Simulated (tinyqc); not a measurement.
Molecular dynamics of a small cluster by velocity Verlet steps: one step, computed by the program tinyqc. Command: `OMP_NUM_THREADS=1 python tinyqc.py 3000222 3000223 out.jsonl verlet walk`. One thread of a shared host (Intel(R) Xeon(R) Processor @ 2.30GHz), about 0.2 s of CPU time with the checks.

E = sum_i {sum_j A exp(-p (r_ij/r0 - 1)) - xi sqrt(rho_i)}, rho_i = sum_j exp(-2 q (r_ij/r0 - 1)); the force on i is -sum_j w_ij (R_i - R_j)/r_ij with w_ij = -(2p/r0) A exp(-p (r_ij/r0 - 1)) + (xi q/r0) exp(-2 q (r_ij/r0 - 1)) (rho_i^(-1/2) + rho_j^(-1/2)).

Question. Step 1. Velocity Verlet: a = c F/M with c = 9.648533212e-3 angstrom/fs^2 per eV/(angstrom u); R(new) = R + v dt + a dt^2/2; v(new) = v + (a + a(new)) dt/2. Kinetic energy K = M v^2/(2c); temperature T = 2K/((3N - 3) k_B), rotation of the cluster included. After each step v is scaled by sqrt(1 + (dt/tau)(T0/T - 1)).

Inputs (values chosen for the exercise, for model atoms): length r0 = 3 angstrom; repulsion A = 0.1 eV; hopping xi = 1.32 eV; decay p = 11.1; decay q = 2.92; atomic mass M = 134 u; time step dt = 3.6 fs; target temperature T0 = 300 K; coupling time tau = 50 fs.

Potential: Gupta. Thermostat: Berendsen.

starting positions (angstrom), rows atom 1, atom 2, atom 3, atom 4, atom 5, atom 6, columns x, y, z:
$$\begin{pmatrix}
0 & -0.04 & 0.07 \\
2.75 & -0.02 & 0.01 \\
2.79 & 2.74 & -0.06 \\
-0.01 & 2.82 & 0.04 \\
1.41 & 1.4 & 1.93 \\
1.38 & 1.37 & -1.93
\end{pmatrix}$$

starting velocities (angstrom/fs), rows atom 1, atom 2, atom 3, atom 4, atom 5, atom 6, columns x, y, z:
$$\begin{pmatrix}
-0.00027 & 0.00108 & 0.00146 \\
0.00054 & -0.00119 & -0.00211 \\
0.00025 & -0.00329 & 0.00035 \\
-0.00049 & 0.00029 & 0.00116 \\
0.00051 & 0.00169 & -0.00078 \\
-0.00054 & 0.00143 & -7e-05
\end{pmatrix}$$

Constants: 1 eV/(angstrom u) = 9.648533212e-03 angstrom/fs^2; k_B = 8.617333262e-05 eV/K.

Give: positions after step 1; new forces; velocities after step 1; total energy.

Answer.

positions after step 1 (angstrom), rows atom 1, atom 2, atom 3, atom 4, atom 5, atom 6, columns x, y, z:
$$\begin{pmatrix}
-0.001 & -0.036 & 0.075 \\
2.752 & -0.024 & 0.002 \\
2.791 & 2.728 & -0.059 \\
-0.012 & 2.821 & 0.044 \\
1.412 & 1.406 & 1.927 \\
1.378 & 1.375 & -1.930
\end{pmatrix}$$

new forces (eV/angstrom), rows atom 1, atom 2, atom 3, atom 4, atom 5, atom 6, columns x, y, z:
$$\begin{pmatrix}
-0.2345 & 0.0805 & -0.1711 \\
0.3358 & -0.3742 & -0.0263 \\
0.2479 & 0.4376 & 0.1177 \\
-0.0238 & -0.1201 & -0.1404 \\
-0.0046 & 0.0595 & 0.4932 \\
-0.3208 & -0.0834 & -0.2731
\end{pmatrix}$$

velocities after step 1 (angstrom/fs), rows atom 1, atom 2, atom 3, atom 4, atom 5, atom 6, columns x, y, z:
$$\begin{pmatrix}
-0.000333 & 0.001102 & 0.001418 \\
0.000632 & -0.001286 & -0.002119 \\
0.000310 & -0.003185 & 0.000382 \\
-0.000495 & 0.000257 & 0.001126 \\
0.000507 & 0.001711 & -0.000656 \\
-0.000621 & 0.001411 & -0.000140
\end{pmatrix}$$

total energy = -14.21 eV
